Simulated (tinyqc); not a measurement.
# Worked calculation: off-state leakage of single and stacked transistors

Computed by the program tinyqc: `OMP_NUM_THREADS=1 python tinyqc.py 2242163 2242164 out.jsonl`, one thread of a shared Intel Xeon 2.30GHz, about 0.04 s for the whole run. Printed values are rounded.

n-channel devices of unit width. Subthreshold current I(Vg, Vs, Vd) = I0 (T/300 K)^0.5 exp[(Vg - Vs - VT(T) - gb (Vs - Vb) + dd (Vd - Vs))/(nf Vt)] (1 - exp(-(Vd - Vs)/Vt)), VT(T) = VT - cT (T - 300 K). Gate-edge tunnelling Ig (Vd/1 V) exp(ag (Vd - 1 V)), for a gate at 0 V, and band-to-band leakage Ab u exp(-Bb/u), u = Vd - Vb + 1 V, flow at a drain held at V; both are taken as independent of T. In a stack of off transistors (all gates at 0 V) the same subthreshold current passes through each.

Inputs (values chosen for the exercise); values of the order met in bulk silicon logic transistors: temperature T = 398 K; supply voltage V = 0.7 V; threshold at 300 K, zero drain and body bias VT = 0.26 V; fall of the threshold with temperature cT = 0.7 mV/K; current at threshold at 300 K I0 = 0.4 uA/um; slope factor nf = 1.36; drain-induced lowering per volt dd = 0.05; rise of the threshold per volt of source-body bias gb = 0.13; gate-edge tunnelling current at 1 V Ig = 7e-6 uA/um; exponential slope of the gate current ag = 4.2 1/V; prefactor of band-to-band leakage at the drain Ab = 20 uA/(um V); its exponential voltage Bb = 21 V; body voltage Vb = -0.3 V.

Constants: q = 1.602176634e-19 C, kB = 1.380649e-23 J/K, Vt = kB T/q. Results are converted to the units shown.

## Leakage of one transistor

Vg = Vs = 0, Vd = V; effective threshold VT(T) - gb Vb - dd V.

effective threshold = 0.1954 V
parts (nA/um): subthreshold 6.98394, gate edge 0.00138990, band-to-band 1.10146
total = 8.08679 nA/um
shares (%): subthreshold 86.3623, gate edge 0.0171874, band-to-band 13.6205

The subthreshold part is the largest.

## Starting value

Vx = dd V/(1 + gb + 2 dd), the solution for Vx well above Vt, rounded to three decimals.

Vx at the start = 0.028 V

## Iteration 1: new Vx

Stack of two, Vx the node between them: I_low = I(0, 0, Vx), I_up = I(0, Vx, V), f = ln(I_up/I_low), f' = -(1 + gb + 2 dd)/(nf Vt) - 1/(Vt (exp(Vx/Vt) - 1)) - 1/(Vt (exp((V - Vx)/Vt) - 1)), Vx(new) = Vx - f/f'.

I_low = 1.89615 nA/um
I_up = 3.43930 nA/um
f = 0.595440
f' = -49.4677 1/V
Vx after iteration 1 = 0.0400369 V

## Iteration 2: new Vx

As before.

I_low = 2.37116 nA/um
I_up = 2.53643 nA/um
f = 0.0673778
f' = -39.5424 1/V
Vx after iteration 2 = 0.0417409 V

## Course of the iteration

Stop when the step is below 1e-11 V, or after 40 iterations.

Course of the iteration:
```
iteration  Vx before the step (V)  step (V)
1                           0.028    0.0120
2                       0.0400369   1.70e-3
3                       0.0417409   2.03e-5
4                       0.0417612   2.71e-9
5                       0.0417612   < 1e-14
```

Converged in 5 iterations. The subthreshold current of the stack is 2.428 nA/um, 2.88 times less than that of one transistor (the drain leakage is unchanged); the estimate exp[dd V (1 + gb + dd)/((1 + gb + 2 dd) nf Vt)] gives 2.05.
